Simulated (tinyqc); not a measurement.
Threshold of a short bulk MOSFET: charge sharing, barrier lowering, narrow width: one step of the calculation.

n-channel device on a p-type body, depletion approximation, full ionisation. Uniform doping N = Na. Vbi from Boltzmann statistics is rough for the degenerate source. Cox = eps0 eox/tox.

Question. Long-channel threshold and scales. ni = sqrt(Nc Nv) exp(-Eg/(2 Vt)), Eg in volts; 2 pB = 2 Vt ln(N/ni); flat band Vfb - Vt ln(N/Na); Wd = sqrt(2 eps0 eps_r (2 pB - Vbs)/(q N)); body term q N Wd/Cox; long-channel VT0 = flat band + 2 pB + body term; Vbi = Vt ln(N Nsd/ni^2); scale length l = sqrt((eps_r/eox) tox Wd).

Parameters, values chosen for the exercise; band and dielectric values close to those of silicon:
- T = 350 K (temperature)
- Eg = 1.14 eV (band gap)
- eps_r = 11.7 (relative permittivity)
- Nc = 3.5e19 cm^-3 (conduction-band density of states at T)
- Nv = 3.39e19 cm^-3 (valence-band density of states at T)
- eox = 9.21 (relative permittivity of the gate insulator (close to aluminium oxide))
- tox = 17 nm (insulator thickness)
- Na = 8.3e16 cm^-3 (channel doping)
- Nsd = 1e20 cm^-3 (source and drain doping)
- Vfb = -0.99 V (flat-band voltage for the doping Na)
- Vbs = -0.5 V (body-source voltage)

Constants: q = 1.602176634e-19 C, kB = 1.380649e-23 J/K, Vt = kB T/q, eps0 = 8.8541878128e-14 F/cm where lengths are in cm. Results are converted to the units shown.

Give: N; 2 pB; flat band; Wd; body term; VT0; Vbi; l.

Answer.

N = 8.3000e16 cm^-3
2 pB = 0.77637 V
flat band = -0.99000 V
Wd = 141.02 nm
body term = 0.39094 V
VT0 = 0.17730 V
Vbi = 0.99033 V
l = 55.186 nm

Computed by the program tinyqc: `OMP_NUM_THREADS=1 python tinyqc.py 2002005 2002006 out.jsonl`, one thread of a shared Intel Xeon 2.30GHz, about 0.01 s for the whole run.
